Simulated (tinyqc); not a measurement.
# Six-transistor SRAM cell, nodal equations and margins: effects of single changes

Two cross-coupled inverters (pull-down bn, pull-up bp) hold the nodes Q and QB; access transistors (ba, threshold VTn, gate on the word line at Vdd when selected) join them to the bit lines. Transistor (EKV form, voltages against the body): I = 2 n b Vt^2 [F(vp - Vs) - F(vp - Vd)] from drain to source, F(v) = ln^2(1 + exp(v/(2 Vt))), vp = (Vg - VT + sg |Vd - Vs|)/n. n-channel bodies are at 0; for the p-channel device all voltages are counted down from Vdd. b in uA/V^2 gives I in uA. For an access transistor the bit line is the drain and the node the source. In a read both bit lines are at Vdd. The cell is symmetric (no mismatch).

Parameters, values chosen for the exercise:
```
symbol  value    unit                                  meaning
T         300       K                              temperature
Vdd         1       V                           supply voltage
n        1.34                                     slope factor
sg      0.068                   drain-induced barrier lowering
VTn      0.35       V                      n-channel threshold
VTp      0.39       V          p-channel threshold (magnitude)
bn        680  uA/V^2  gain factor of the pull-down transistor
ba        450  uA/V^2     gain factor of the access transistor
bp        280  uA/V^2    gain factor of the pull-up transistor
```

Constants: q = 1.602176634e-19 C, kB = 1.380649e-23 J/K, Vt = kB T/q. Results are converted to the units shown.

Each table varies one quantity; the others keep the values above.

## Effect of the gain factor of the pull-down transistor

f(x) is the node voltage of one half-cell for input x: In = Ip in hold, In = Ip + Ia in a read. Static noise margin: side of the largest square between the curve (x, f(x)) and its mirror image (f(y), y); with h(c) the root x of f(x) - x = c, it is the maximum over c > 0 of h(c) - h(-c) + c. Q is the low node in a read and Iread the current of its access transistor. The write trip is the voltage to which the bit line of the high node must fall (the other staying at Vdd) for that state to vanish; higher is easier, and a negative value means that a grounded bit line does not write.

Results:
```
bn (uA/V^2),hold margin (mV),read margin (mV),Q in a read (mV),Iread (uA),write trip (mV)
420,383.8,177.9,168.6,38.80,284.5
560,379.4,189.8,142.4,44.97,269.0
740,374.3,201.6,119.0,50.89,254.1
1300,361.5,224.2,78.97,61.83,225.4
1700,354.5,233.6,63.75,66.27,212.9
```

Estimate the missing row, bn = 980 uA/V^2.

Computed row:
```
bn (uA/V^2),hold margin (mV),read margin (mV),Q in a read (mV),Iread (uA),write trip (mV)
980,368.2,213.2,97.68,56.58,239.5
```

With this row back in the table: As bn goes from 420 to 1700 uA/V^2, the read margin rises from 178 to 234 mV, the write trip falls from 285 to 213 mV and Iread rises from 38.8 to 66.3 uA. The read margin is 0.46 of the hold margin in the first row and 0.66 in the last. Read stability and write ability pull in opposite directions.

## Effect of the n-channel threshold

Same model as above.

Effect of the n-channel threshold:
```
VTn (V),hold margin (mV),read margin (mV),Q in a read (mV),Iread (uA),write trip (mV)
0.2,308.8,114.1,151.0,72.12,382.3
0.26,337.6,149.7,140.6,62.50,328.5
0.32,364.1,182.8,130.7,53.41,281.1
0.38,386.5,212.2,121.0,45.00,236.4
0.44,402.3,237.0,111.3,37.30,193.1
0.5,407.4,257.3,101.8,30.31,151.0
```

What does the table show?

As VTn goes from 0.2 to 0.5 V, the read margin rises from 114 to 257 mV, the write trip falls from 382 to 151 mV and Iread falls from 72.1 to 30.3 uA. The read margin is 0.37 of the hold margin in the first row and 0.63 in the last. Read stability and write ability pull in opposite directions.

Program tinyqc, `OMP_NUM_THREADS=1 python tinyqc.py 2340130 2340131 out.jsonl`; Intel Xeon 2.30GHz, shared host, one thread, about 0.2 s.
